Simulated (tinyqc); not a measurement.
p-i-n power rectifier, conductivity modulation at high injection: two steps of the calculation.

A drift layer from x = -d to d (2 d = W) between ideal p+ and n+ emitters (no recombination in them). High injection, n = p, ambipolar diffusion with one lifetime; both mobilities scale as (T/300 K)^(-bt).

Parameters, values chosen for the exercise; bulk values close to those of 4H silicon carbide: temperature T = 300 K; relative permittivity eps_r = 9.46; critical-field constant Kc = 22100 V/cm per (cm^-3)^(1/8); rated breakdown voltage of the drift layer BV = 2400 V; drift mobility at 300 K mud = 830 cm^2/(V s); temperature exponent of the drift mobility bt = 2.4; hole mobility at 300 K mup = 110 cm^2/(V s); forward current density J = 100 A/cm^2; high-level lifetime tau = 9.3e-7 s.

Constants: q = 1.602176634e-19 C, kB = 1.380649e-23 J/K, Vt = kB T/q, eps0 = 8.8541878128e-14 F/cm where lengths are in cm. Results are converted to the units shown.

Problem 1. Drift layer. Triangular field at breakdown with Ec = Kc N^(1/8): BV = eps0 eps_r Ec^2/(2 q N), so N = (eps0 eps_r Kc^2/(2 q BV))^(4/3); W = 2 BV/Ec; mu = mud (T/300 K)^(-bt); rho = 1/(q mu N); ideal resistance rho W.

Give: N; Ec; W; mu; rho; ideal resistance.

Solution 1.

N = 4.310e15 cm^-3
Ec = 1.989 MV/cm
W = 24.13 um
mu = 830.0 cm^2/(V s)
rho = 1.745 ohm cm
ideal resistance = 4.210 mohm cm^2

Problem 2. Carrier profile. Da = 2 mun mup Vt/(mun + mup), La = sqrt(Da tau), B = (mun - mup)/(mun + mup) with mun = mud (T/300 K)^(-bt), mup likewise; n(x) = (tau J/(2 q La)) [cosh(x/La)/sinh(d/La) - B sinh(x/La)/cosh(d/La)]. 8 equal steps.

W = 24.128862 um

Wanted: Da; La; B; x; n.

Solution 2.

Da = 5.022 cm^2/s
La = 21.61 um
B = 0.7660

```
point  x (um)  n (cm^-3)
0      -12.06   3.172e17
1       -9.05   2.871e17
2       -6.03   2.625e17
3       -3.02   2.432e17
4        0.00   2.285e17
5        3.02   2.183e17
6        6.03   2.124e17
7        9.05   2.106e17
8       12.06   2.129e17
```

d/La = 0.558.

Program tinyqc, `OMP_NUM_THREADS=1 python tinyqc.py 2230033 2230034 out.jsonl`; Intel Xeon 2.30GHz, shared host, one thread, about 0.01 s.
